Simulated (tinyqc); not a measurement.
One electron in a tunnel-coupled double dot: charge qubit, sensing and quantum capacitance: two steps of the calculation.

Basis (left, right), H = [[ep/2, tc], [tc, -ep/2]], splitting Om = sqrt(ep^2 + 4 tc^2), ep = al times the gate voltage. In equilibrium the electron is on the right with the chance P_R = [1 + (ep/Om) tanh(Om/2 kB T)]/2.

Inputs (values chosen for the exercise): tunnel coupling tc = 41 ueV; electron temperature T = 0.34 K; lever arm of the gate on the detuning al = 0.11 eV/V; parasitic capacitance of the resonator Cp = 0.33 pF; resonator frequency f0 = 631 MHz; loaded quality factor Q = 53; deviation of quasi-static detuning noise se = 2.7 ueV; detuning ep = 142.5 ueV.

Constants: q = 1.602176634e-19 C, kB = 1.380649e-23 J/K, hbar = 1.054571817e-34 J s, h = 6.62607015e-34 J s, Vt = kB T/q. Results are converted to the units shown.

Problem 1. Capacitance seen by a resonator. q^2 al^2 dP_R/d(ep) splits into Cq = q^2 al^2 (2 tc^2/Om^3) tanh(Om/2 kB T) and Ct = q^2 al^2 (ep/Om)^2/(4 kB T cosh^2(Om/2 kB T)); Ct appears only if relaxation is faster than the drive. A resonator of frequency f0, capacitance Cp and quality factor Q shifts by df = -f0 Cq/(2 Cp) and its phase by -2 Q Cq/Cp.

Wanted: Cq; Ct; df; phase shift.

Solution 1.

Cq = 1.456 aF
Ct = 0.1804 aF
df = -1.392 kHz
phase shift = -26.80 millidegree

Problem 2. Dephasing by charge noise. Noise in ep shifts Om by (ep/Om) d + (2 tc^2/Om^3) d^2. For Gaussian d of deviation se the spread of Om is sqrt[(ep se/Om)^2 + 2 (2 tc^2 se^2/Om^3)^2], and T2* is estimated as sqrt(2) hbar/spread; Om T2*/h counts the oscillations within T2*.

Give: first-order spread; second-order spread; T2*; oscillations within T2*.

Solution 2.

first-order spread = 2.340 ueV
second-order spread = 0.007799 ueV
T2* = 0.3978 ns
oscillations within T2* = 15.81

At ep = 0 the first-order term vanishes and T2* would be 14.8 ns.

Computed by the program tinyqc: `OMP_NUM_THREADS=1 python tinyqc.py 2470011 2470012 out.jsonl`, one thread of a shared Intel Xeon 2.30GHz, about 0.01 s for the whole run.
